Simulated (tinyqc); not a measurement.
Inside a calculation. Method: Hubbard ring of 5 sites. One step of it, computed by the program tinyqc.

Question. Mean-field iteration 1. H(up) = T + U n(down), H(down) = T + U n(up); fill the lowest levels; n(new) = n + mixing (n(out) - n); E = tr T (rho up + rho down) + U sum n_up n_down of the output.

one-body matrix (hopping and site energies) (eV):
```
           1          2          3          4          5
1   0.000000  -0.770000   0.000000   0.000000  -0.770000
2  -0.770000   0.000000  -0.770000   0.000000   0.000000
3   0.000000  -0.770000   0.000000  -0.770000   0.000000
4   0.000000   0.000000  -0.770000   0.000000  -0.770000
5  -0.770000   0.000000   0.000000  -0.770000   0.000000
```

U = 7.800000 eV

electrons, up and down: 2  2

mixing = 1

n(up) at the start (a guess, not normalised): 1 0.700000, 2 0.100000, 3 0.700000, 4 0.100000, 5 0.700000

n(down) at the start (a guess): 1 0.100000, 2 0.700000, 3 0.100000, 4 0.700000, 5 0.100000

Give: levels, up; levels, down; energy; n(up) after iteration 1; n(down) after iteration 1.

Answer.

levels, up (eV): -0.1284  0.5797  1.4038  5.6062  5.7987

levels, down (eV): 0.4069  0.6733  4.7924  5.7307  6.3367

energy = -1.3422 eV

n(up) after iteration 1: 1 0.4917, 2 0.0304, 3 0.9558, 4 0.0304, 5 0.4917

n(down) after iteration 1: 1 0.0244, 2 0.9541, 3 0.0430, 4 0.9541, 5 0.0244
